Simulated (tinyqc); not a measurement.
Metal-interlayer-semiconductor contact, depinning against tunnelling resistance: two steps of the calculation.

Zero bias, n-type semiconductor. Gap states at the semiconductor surface thin out as exp(-be ti), which unpins the barrier; electrons must then cross the interlayer (a rectangular barrier, no voltage drop across it) and the parabolic depleted layer, both by WKB. Energies E are counted from the Fermi level; no image force, parabolic bands.

Values chosen for this exercise; semiconductor values close to those of In0.53Ga0.47As; interlayer mass of the order of that in silicon nitride, offset chosen freely: temperature T = 300 K; band gap Eg = 0.714 eV; relative permittivity eps_r = 13.9; electron affinity chi = 4.53 eV; conduction-band density of states at T Nc = 2.1e17 cm^-3; tunnelling mass in the semiconductor mt = 0.0409 m0; Richardson mass mA = 0.0416 m0; donor density Nd = 4e18 cm^-3; charge-neutrality level above the valence band E0 = 0.48 eV; pinning factor without interlayer S0 = 0.15; metal work function phiM = 4.76 eV; interlayer thickness ti = 1.8 nm; conduction-band offset of the interlayer above the semiconductor dE = 2.01 eV; tunnelling mass in the interlayer mi = 0.46 m0; decay constant of gap states through the interlayer be = 4.6 1/nm.

Constants: q = 1.602176634e-19 C, kB = 1.380649e-23 J/K, eps0 = 8.8541878128e-12 F/m, hbar = 1.054571817e-34 J s, h = 6.62607015e-34 J s, m0 = 9.1093837015e-31 kg, Vt = kB T/q, hbar^2/(2 m0) = 0.0380998212 eV nm^2. Results are converted to the units shown.

Problem 1. Pinning, barrier and scales. S = 1/(1 + (1/S0 - 1) exp(-be ti)); phiB = S (phiM - chi) + (1 - S)(Eg - E0); xi = Ec - EF deep inside, from Nd = Nc F(-xi/Vt), F(x) = (2/sqrt(pi)) int_0^infinity sqrt(u) du/(1 + exp(u - x)); band bending U = phiB - xi; E00 = (hbar/2) sqrt(Nd/(eps0 eps_r mt m0)) in volts; A = 4 pi q mA m0 kB^2/h^3.

Find: S; phiB; xi; U; E00; A.

Solution 1.

S = 0.9986
phiB = 0.2300 eV
xi = -0.2204 eV
U = 0.4504 eV
E00 = 0.04925 eV
A = 4.999 A/(cm^2 K^2)

Problem 2. Exponents and integrand on an energy grid. With U = phiB - xi: for xi < E < phiB, y = (E - xi)/U and G1 = (U/E00) [sqrt(1 - y) - y ln((1 + sqrt(1 - y))/sqrt(y))], G1 = 0 above phiB; G2 = 2 ti sqrt(mi max(phiB + dE - E, 0)/C), C = hbar^2/(2 m0); f = 1/(1 + exp(E/Vt)); integrand exp(-G1 - G2) f.

```
point,E (eV)
0,-0.22
1,-0.18083
2,-0.14167
3,-0.1025
4,-0.06333
5,-0.02417
6,0.015
7,0.05417
8,0.09333
9,0.1325
10,0.17167
11,0.21083
12,0.25
```

phiB = 0.23000574 eV
xi = -0.22039616 eV
E00 = 0.049247960 eV

Find: G1; G2; f; integrand.

Solution 2.

```
point,G1,G2,f,integrand (1e-10)
0,9.1077,19.620,0.99980,0.0033
1,7.2190,19.463,0.99908,0.0258
2,5.8808,19.305,0.99585,0.1149
3,4.7691,19.145,0.98138,0.4036
4,3.8137,18.984,0.92054,1.1559
5,2.9825,18.822,0.71808,2.4345
6,2.2574,18.659,0.35888,2.9589
7,1.6285,18.494,0.10955,1.9979
8,1.0908,18.327,0.026335,0.9711
9,0.6435,18.160,0.0059091,0.4031
10,0.2920,17.990,0.0013047,0.1499
11,0.0540,17.819,2.8714e-4,0.0497
12,0.0000,17.646,6.3119e-5,0.0137
```

Range of the model: The depletion charge would drop about 0.23 V across such an interlayer (eps_r near 7.5) at ti = 1.8 nm and Nd = 4e18 cm^-3, against a band bending of 0.45 V; this model leaves that drop out.

Computed by the program tinyqc: `OMP_NUM_THREADS=1 python tinyqc.py 2270028 2270029 out.jsonl`, one thread of a shared Intel Xeon 2.30GHz, about 0.02 s for the whole run.
